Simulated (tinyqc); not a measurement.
Jacobi rotations on a symmetric matrix, step by step. Computed by tinyqc, a small Python program that keeps every step. Settings: method = jacobi. Command: `OMP_NUM_THREADS=1 python tinyqc.py 22953 22954 out.jsonl` (the two numbers bound the seeds that draw the settings). One thread of a shared host (Intel(R) Xeon(R) Processor @ 2.60GHz), about 0.01 s of CPU time with the checks.

## Jacobi rotation 1

A:
```
[[0.319000, -0.134000, -0.087000, -0.166000, 0.019000],
 [-0.134000, 1.285000, -0.184000, -0.403000, -0.376000],
 [-0.087000, -0.184000, 1.374000, 0.205000, 0.299000],
 [-0.166000, -0.403000, 0.205000, 1.472000, 0.332000],
 [0.019000, -0.376000, 0.299000, 0.332000, 2.935000]]
```

Take the largest off-diagonal element A_pq; tan 2 theta = 2 A_pq / (A_qq - A_pp) with |theta| <= pi/4; A' = J^T A J with J_pp = J_qq = cos, J_pq = sin, J_qp = -sin.

p, q, theta (rad): [2.000000, 4.000000, -0.671410]

A':
```
[[0.319000, -0.208182, -0.087000, -0.046609, 0.019000],
 [-0.208182, 0.964796, -0.016533, 0.000000, -0.087853],
 [-0.087000, -0.016533, 1.374000, 0.274968, 0.299000],
 [-0.046609, 0.000000, 0.274968, 1.792204, 0.493844],
 [0.019000, -0.087853, 0.299000, 0.493844, 2.935000]]
```

## Jacobi rotation 2

As before.

p, q, theta (rad): [4.000000, 5.000000, 0.356361]

A':
```
[[0.319000, -0.208182, -0.087000, -0.050309, 0.001546],
 [-0.208182, 0.964796, -0.016533, 0.030649, -0.082334],
 [-0.087000, -0.016533, 1.374000, 0.153382, 0.376142],
 [-0.050309, 0.030649, 0.153382, 1.608369, 0.000000],
 [0.001546, -0.082334, 0.376142, 0.000000, 3.118835]]
```

## Jacobi rotation 3

As before.

p, q, theta (rad): [3.000000, 5.000000, 0.203534]

A':
```
[[0.319000, -0.208182, -0.085517, -0.050309, -0.016071],
 [-0.208182, 0.964796, 0.000450, 0.030649, -0.083976],
 [-0.085517, 0.000450, 1.296368, 0.150216, 0.000000],
 [-0.050309, 0.030649, 0.150216, 1.608369, 0.031003],
 [-0.016071, -0.083976, 0.000000, 0.031003, 3.196468]]
```

## All rotations

The off-diagonal norm falls at every rotation.

Rotations:
```
step    p    q      theta  off-diagonal norm
1       2    4  -0.671410           9.70e-01
2       4    5   0.356361           6.73e-01
3       3    5   0.203534           4.12e-01
4       1    2  -0.286331           2.89e-01
5       3    4   0.383254           1.95e-01
6       2    5  -0.034968           1.63e-01
7       1    4  -0.047587           1.32e-01
8       1    3  -0.061932           1.00e-01
9       2    4   0.077411           6.99e-02
10      1    5  -0.013035           4.40e-02
11      4    5   0.018854           1.68e-02
...   ...  ...        ...                ...
16      1    2   0.001783           9.53e-04
17      1    4   0.000465           1.73e-04
18      1    3  -0.000094           1.13e-04
19      3    5  -0.000030           7.52e-05
20      2    4  -0.000074           2.96e-05
21      4    5  -0.000011           1.65e-05
22      1    5   3.96e-06           2.64e-07
23      2    3   8.12e-07           7.49e-08
24      3    4  -1.00e-07           4.24e-08
25      1    2   2.96e-08           2.76e-08
26      2    5   8.94e-09           5.31e-10
```

eigenvalues: [0.250207, 1.019353, 1.239667, 1.675556, 3.200217]
